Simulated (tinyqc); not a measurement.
Oscillation of the Fermi level: Landau levels of massive Dirac electrons in two valleys.

H = hv (tau kx sx + ky sy) + (D/2) sz. Conduction levels E_N = sqrt(D^2/4 + 2N hv^2/l^2) - D/2 from the band edge; N = 1, 2, ... occur in both valleys, N = 0 in one valley only (its partner in the other valley lies at the valence edge). Each state is twofold in spin; spin splittings are left out.

In a field B along z: l = 1/sqrt((e/hbar) B) is the magnetic length, n_B = B/(h/e) the number of states per area in one level, hbar wc = 2 muB B/m for mass m in m0; 1/angstrom^2 = 1e16/cm^2.

Level 0 takes 2 n_B electrons and each higher level 4 n_B. At zero temperature and without broadening EF sits in the partly filled level.

Constants: e/hbar = 1.519267448e-05 1/(T angstrom^2); h/e = 413566.7697 T angstrom^2; muB = 5.788381798e-05 eV/T.

Parameters, chosen for this exercise (a gapped graphene sheet; not measured data): hv = 6.5 eV angstrom (hbar v); D = 0.12 eV (gap); n = 9.8 x 1e11/cm^2 (electron sheet density); Bo = (1.87, 2.11, 2.43, 2.86, 3.48, 4.44, 6.12, 9.86, 25.3) T (fields).

Fixed density, zero temperature, no broadening. At B = 0, EF = sqrt(D^2/4 + hv^2 pi n) - D/2.

Filling:
```
B (T)     nu  partly filled level  EF (meV)  filled share
1.87   21.67                    5     64.91          0.92
2.11   19.21                    5     70.93          0.30
2.43   16.68                    4     66.80          0.67
2.86   14.17                    4     75.23          0.04
3.48   11.65                    3     70.39          0.41
4.44    9.13                    2     62.47          0.78
6.12    6.62                    2     78.97          0.16
9.86    4.11                    1     67.51          0.53
25.3    1.60                    0      0.00          0.80
```

EF at B = 0 = 68.87 meV

What can be read from this table?

EF runs between 0.0 and 79.0 meV around its zero-field value of 68.9 meV. It follows a level while that level empties and falls to the next one down when nu passes a filled shell; the partly filled level changes 5 times in this table.

Computed by tinyqc, a small Python program: `OMP_NUM_THREADS=1 python tinyqc.py 1251096 1251097 out.jsonl` (the numbers bound the seed that draws the inputs); one thread of a shared host (Intel(R) Xeon(R) Processor @ 2.30GHz), about 0.01 s for the whole set of steps.
